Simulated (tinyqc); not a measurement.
Stripping the layer step by step: sheet resistance and Hall data of a diffused or implanted layer. Computed by tinyqc, a small Python program. Command: `OMP_NUM_THREADS=1 python tinyqc.py 3027346 3027347 out.jsonl layer walk`. One thread of a shared host (Intel(R) Xeon(R) Processor @ 2.30GHz), about 0.01 s of CPU time with the checks.

Carriers are taken equal to the net active doping down to the junction (full ionisation, which deep dopants in wide-gap hosts do not reach; no spill-over, no depletion), and the Hall factor is 1.

Inputs (values chosen for the exercise, modelled on silicon in GaN):

| quantity | value | unit |
|---|---|---|
| mu_min | 54.9 | cm^2/(V s) |
| mu_max | 1030 | cm^2/(V s) |
| N_ref | 1.9e+17 | 1/cm^3 |
| exponent alpha | 0.99 | - |
| peak concentration N_0 | 2e+18 | 1/cm^3 |
| length scale l | 140 | nm |
| background doping N_B (opposite type) | 6.7e+16 | 1/cm^3 |

Profile: Gaussian at the surface. Activation: complete.

Constants: e = 1.602176634e-19 C.

Method:
- N(x) = N_0 exp(-x^2/l^2), dose N_0 l sqrt(pi)/2, junction x_j = l sqrt(ln(N_0/N_B)).
- Mobility mu = mu_min + (mu_max - mu_min)/(1 + (N_t/N_ref)^alpha), N_t = active doping + N_B; carriers n = active doping - N_B, all dopants active.
- Integrals from x_0 (0 unless stated) to x_j by the midpoint rule on 400 even intervals: 1/R_s = e int n mu dx; sheet density n_s = int n dx; Hall sheet density (int n mu dx)^2/int n mu^2 dx; Hall mobility int n mu^2 dx/int n mu dx.
- After removing a depth d the integrals start at d. Differences between neighbouring rows give the local conductivity -d(1/R_s)/dx at the middle of the slice (the last slice uses one more step, not listed).

junction depth x_j = 258.003 nm

Differential sheet resistance:

| removed d (nm) | R_s (ohm) | slice conductivity (S/cm) | sigma at mid-slice (S/cm) |
|---|---|---|---|
| 0 | 1494 | 42.738 | 42.799 |
| 26 | 1792 | 41.289 | 41.343 |
| 52 | 2219 | 38.573 | 38.614 |
| 78 | 2854 | 34.874 | 34.903 |
| 104 | 3850 | 30.461 | 30.484 |
| 130 | 5540 | 25.490 | 25.512 |
| 156 | 8753 | 19.988 | 20.010 |
| 182 | 16058 | 13.995 | 14.004 |

What does the comparison show, and why?

R_s doubles after removing between 78.0 and 104 nm of a layer 258 nm deep, so half the current flows above that depth. Where sigma exceeds a tenth of its largest listed value, the slice values agree with it within 1 %.

Extremes, crossings and ranges named in words are read from the listed rows.
